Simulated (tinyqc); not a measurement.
# From fracture stress, inner crack back to flaw half length a

Model: thermal stress, cracking, delamination and buckling of a thin film; Griffith cracks and misfitting inclusions. Computed by tinyqc, a small Python program. Command: `OMP_NUM_THREADS=1 python tinyqc.py 3027852 3027853 out.jsonl filmcrack inv`. One thread of a shared host (Intel(R) Xeon(R) Processor @ 2.30GHz), about 0.04 s of CPU time with the checks.

Isotropic linear elasticity; the substrate is much thicker than the film; stress is positive in tension.

Inputs (values chosen for the exercise, for a model film): substrate Young's modulus E_s = 156 GPa; substrate Poisson ratio nu_s = 0.26; substrate surface energy gamma_s = 2.1 J/m^2.

Method. Through crack of length 2a in plane strain: K_Ic = sqrt(2 gamma_s E_s/(1 - nu_s^2)); fracture stress = K_Ic/sqrt(pi a). An edge crack of depth a has K larger by 1.1215.

Problem. A run gave the result below. Find the flaw half length a, known to lie between 0.58 and 1.3 micrometre.

fracture stress, inner crack = 534.5806 MPa

Solution.

Each step takes the trial c = (a f_b - b f_a)/(f_b - f_a), f being the result less the target and a, b, c the logarithms of the listed values; c replaces end b, the old b replaces a if the sign of f changed, and otherwise f_a is halved.

Scan of the range:

| flaw half length a (micrometre) | fracture stress, inner crack (MPa) |
|---|---|
| 0.580 | 621.008 |
| 0.664 | 580.399 |
| 0.759 | 542.863 |
| 0.868 | 507.634 |
| 0.993 | 474.609 |
| 1.140 | 442.954 |
| 1.300 | 414.800 |

False position (Illinois rule, in the logarithm of the input) inside the bracket:

| step | end a | end b | trial | fracture stress, inner crack (MPa) |
|---|---|---|---|---|
| 1 | 0.759000 | 0.868000 | 0.783326 | 534.367 |
| 2 | 0.759000 | 0.783326 | 0.782114 | 534.781 |
| 3 | 0.783326 | 0.782114 | 0.782700 | 534.581 |
| 4 | 0.782114 | 0.782700 | 0.782700 | 534.581 |

Fracture stress, inner crack falls at every point of a 13-point scan of the range (every second point is shown), so one value fits; it is bracketed by 0.759 and 0.868. The scan shows a pure power law with exponent -0.5000, so scaling from any one row also gives the answer directly. Answer: flaw half length a = 0.7827 micrometre.
